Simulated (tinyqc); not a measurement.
Thin-film transistor with exponential tail and deep states, accumulation layer: effect of the temperature.

An undoped film in accumulation, thicker than the space-charge layer. With band bending psi the Fermi level lies E0 - psi below the band edge. Free electrons n = n0 exp(psi/Vt) carry the current; electrons in two exponential distributions of traps, a = a0 exp(psi/Va) and d = d0 exp(psi/Vp), do not. Linear regime, ohmic contacts, traps in equilibrium.

Va = kB Tt/q, Vp = kB Td/q; n0 = Nc exp(-E0/Vt), a0 = Nt th(T/Tt) exp(-E0/Va), d0 = Nd th(T/Td) exp(-E0/Vp), th(x) = pi x/sin(pi x). G(psi) = sum over the three kinds of c0 [V (exp(psi/V) - 1) - psi], field F = sqrt(2 q G/(eps0 eps_r)); Vg = psi + eps0 eps_r F/Ci at the surface. Total charge Q = Ci (Vg - psi_s); free charge Qf = q times the integral of n0 (exp(psi/Vt) - 1)/F over psi from 0 to psi_s; I = (W/L) mb Qf Vd; effective mobility mb Qf/Q. Nc, E0 and mb are held fixed.

Inputs (values chosen for the exercise); values close to those of amorphous silicon:
- eps_r = 11.8 (relative permittivity of the semiconductor)
- Nc = 4.7e19 cm^-3 (density of extended states)
- mb = 11 cm^2/(V s) (band mobility)
- Nt = 9.9e19 cm^-3 (total density of tail states)
- Tt = 350 K (characteristic temperature of the tail)
- Nd = 5.9e17 cm^-3 (total density of deep states)
- Td = 1200 K (characteristic temperature of the deep states)
- E0 = 0.69 eV (bulk Fermi level below the band edge)
- Ci = 20 nF/cm^2 (gate capacitance)
- WL = 2 (ratio W/L)
- Vd = 0.1 V (drain voltage)
- Vg = 8.1 V (gate voltage above flat band)

Constants: q = 1.602176634e-19 C, kB = 1.380649e-23 J/K, Vt = kB T/q, eps0 = 8.8541878128e-14 F/cm where lengths are in cm. Results are converted to the units shown.

Results:
```
T (K)  E0 - psi_s (eV)  Q (nC/cm^2)  free share (%)  effective mobility (cm^2/(V s))  I (nA)
160             0.1338        150.9         0.03530                         0.003883  0.1172
180             0.1369        150.9         0.09805                          0.01079  0.3256
200             0.1406        151.0          0.2182                          0.02400  0.7248
220             0.1450        151.1          0.4101                          0.04511   1.363
260             0.1567        151.3          0.9857                           0.1084   3.282
280             0.1647        151.5           1.292                           0.1422   4.308
300             0.1753        151.7           1.498                           0.1648   4.999
```

Estimate the missing row, T = 240 K.

Computed row:
```
T (K)  E0 - psi_s (eV)  Q (nC/cm^2)  free share (%)  effective mobility (cm^2/(V s))  I (nA)
240             0.1503        151.2          0.6736                          0.07410   2.241
```

With this row back in the table: As T goes from 160 to 300 K, the free share rises from 0.0353 to 1.50 %, the distance of the Fermi level from the edge rises from 0.134 to 0.175 eV and the current rises from 0.117 to 5.00 nA. The apparent activation energy between the first two rows is 0.127 eV, against E0 - psi_s = 0.134 eV there. At T = 300 K T is close to Tt, where the factor th overstates the trapped charge. For T = 260 to 300 K the th form, which assumes a Fermi level far below the edge, overcounts the filled tail at the surface by more than 15 %.

Computed by the program tinyqc: `OMP_NUM_THREADS=1 python tinyqc.py 2610010 2610011 out.jsonl`, one thread of a shared Intel Xeon 2.30GHz, about 0.01 s for the whole run.
